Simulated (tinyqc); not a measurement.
Inside a calculation. Model: Born-Mayer model of an ionic crystal AB. Computed by tinyqc, a small Python program that keeps every step. Command: `OMP_NUM_THREADS=1 python tinyqc.py 3006518 3006519 out.jsonl bornmayer walk`. One thread of a shared host (Intel(R) Xeon(R) Processor @ 2.30GHz), about 0.01 s of CPU time with the checks. Intermediate numbers are printed to about 5 digits and carried at full precision; extremes and crossings named in words are read from the listed rows.

Energies are per ion pair and r is the nearest distance of unlike ions.

Inputs (values chosen for the exercise, for a model salt):
```
quantity                 value      unit
ionic charge z               1         -
unlike repulsion lambda    613        eV
range rho                0.353  angstrom
pressure P                   5       GPa
```

Structure: caesium chloride. Short range: nearest neighbours only.

Constants: e^2/(4 pi eps_0) = 14.39964548 eV angstrom; 1 eV/angstrom^3 = 160.2176634 GPa.

## Equilibrium distance at zero pressure

Madelung constant M, unlike neighbours z1, like neighbours z2 at f r, volume per pair: rock salt 1.747565, 6, 12, sqrt2, 2 r^3; caesium chloride 1.762675, 8, 6, 2/sqrt3, 8 r^3/(3 sqrt3); zinc blende 1.638055, 4, 12, sqrt(8/3), 16 r^3/(3 sqrt3). U(r) = -M z^2 e^2/(4 pi eps_0 r) + z1 lambda exp(-r/rho). Newton steps on g(r) = U'(r), from r = 9 rho: r(new) = r - U'(r)/U''(r), with the move limited to 0.3 angstrom. Where U'' is negative, move 0.3 angstrom downhill. Stop when |U'| is below 1e-9.

Newton steps:
```
step  r (angstrom)  U' (eV/angstrom)  U'' (eV/angstrom^2)
1           3.1770        8.0027e-01               3.2737
2           2.9325       -4.7524e-01               7.6944
3           2.9943       -4.5702e-02               6.2582
4           3.0016       -5.6100e-04               6.1052
5           3.0017       -8.7537e-08               6.1032
6           3.0017       -1.7764e-15               6.1032
```

equilibrium distance r0 = 3.0017 angstrom

## Terms of the lattice energy

The formulas are those given above.

terms (eV): Coulomb -8.4558, unlike repulsion 0.9944

lattice energy U = -7.4614 eV per pair

The short-range terms together cancel 11.8 % of the Coulomb energy, which is rho/r0 = 0.1176: U = -(M z^2 e^2/(4 pi eps_0 r0))(1 - rho/r0).

## Bulk modulus

B = U''(r0)/(9 c r0), with the volume written as c r^3.

U''(r0) = 6.1032 eV/angstrom^2

bulk modulus B = 23.510 GPa

## Under pressure

With the volume written as c r^3, under pressure take the root at the minimum of the enthalpy and solve U'(r) + 3 c r^2 P = 0; H = U + P V; B = (U'' - 2 U'/r)/(9 c r).

distance at P = 2.8531 angstrom

volume at P = 35.757 angstrom^3

enthalpy at P = -6.2654 eV per pair

bulk modulus at P = 43.744 GPa

The volume shrinks by 14.13 %, against P/B = 21.27 % in linear elasticity: the crystal stiffens.

## Three structures under pressure

The formulas are those given above.

Enthalpy (eV per pair):
```
P (GPa)  rock salt  caesium chloride  zinc blende
0          -7.6850           -7.4614       -7.568
2          -7.1187           -6.9610       -6.846
5          -6.3394           -6.2654       -5.876
10         -5.1606           -5.2040       -4.440
20         -3.0754           -3.3084       -1.950
40          0.4932           -0.0300        2.220
70          5.0398            4.1883        7.433
100         9.0240            7.9131       11.936
```

volumes at zero pressure (angstrom^3): rock salt 47.379, caesium chloride 41.640, zinc blende 61.351

At zero pressure the order is rock salt < zinc blende < caesium chloride. Between 5 and 10 GPa the lowest enthalpy passes from rock salt to caesium chloride. Pressure favours the denser structure, through P V. The Madelung constants, the number of repulsive contacts and the volumes (47.4, 41.6, 61.4 angstrom^3 at P = 0) all matter. Caution: rigid ions with fixed charges leave out polarisation and covalency, so such models often misplace transition pressures.

Checks made by the program: Madelung constant against an Ewald sum (relative difference 1e-07); Newton against bracketing (relative difference below 1e-10).
